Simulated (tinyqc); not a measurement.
Lateral field, substrate current, probability of reaching the oxide barrier and hot-carrier lifetime of a silicon transistor (pseudo-two-dimensional and lucky-electron models): one step, computed by the program tinyqc.

Local-field models: a lucky carrier gains its energy at the peak field over a path free of collisions. Voltages are magnitudes.

Task: Peak lateral field. C_ox = 3.9 eps_0/t; F_sat = 2 v_s/mu; V_Dsat = V_ov F_sat L/(V_ov + F_sat L), V_ov = V_G - V_T; I_D/W = C_ox v_s (V_ov - V_Dsat). Scale length l = 0.22 t^(1/3) x_j^(1/2) (all in cm); F_m = sqrt(((V_D - V_Dsat)/l_e)^2 + F_sat^2), with l_e = l; length of the velocity-saturated region l_e ln((V_D - V_Dsat)/(l_e F_sat) + F_m/F_sat).

Inputs (values chosen for the exercise, modelled on a silicon n-channel):

| quantity | value | unit |
|---|---|---|
| channel length L | 330 | nm |
| oxide thickness t | 7 | nm |
| junction depth x_j | 94 | nm |
| mobility mu | 340 | cm^2/(V s) |
| saturation velocity v_s | 0.89 | 1e7 cm/s |
| threshold voltage V_T | 0.41 | V |
| gate voltage V_G | 1.6 | V |
| drain voltage V_D | 2.7 | V |
| ionisation prefactor A_i | 2e+06 | 1/cm |
| ionisation field B_i | 1.66 | MV/cm |
| hot-carrier mean free path lambda | 8.2 | nm |
| oxide barrier phi_b | 3.1 | eV |
| interface-trap threshold phi_it | 3.7 | eV |
| lifetime constant H | 70 | s microampere/micrometre |

Drain: abrupt.

Constants: eps_0 = 8.8541878128e-12 F/m.

Give: scale length l; peak field F_m; velocity-saturated length; energy gained over one free path, e lambda F_m.

Result:

scale length l = 59.890 nm

peak field F_m = 337.26 kV/cm

velocity-saturated length = 152.71 nm

energy gained over one free path, e lambda F_m = 0.27655 eV

Caution: the empirical formula for l was fitted to oxides of about 15 nm or more; for thinner ones it is an extrapolation. Caution: e V_D is below phi_b or phi_it, so the available energy, not the field, limits hot carriers, and the lucky-electron formulas overstate them.
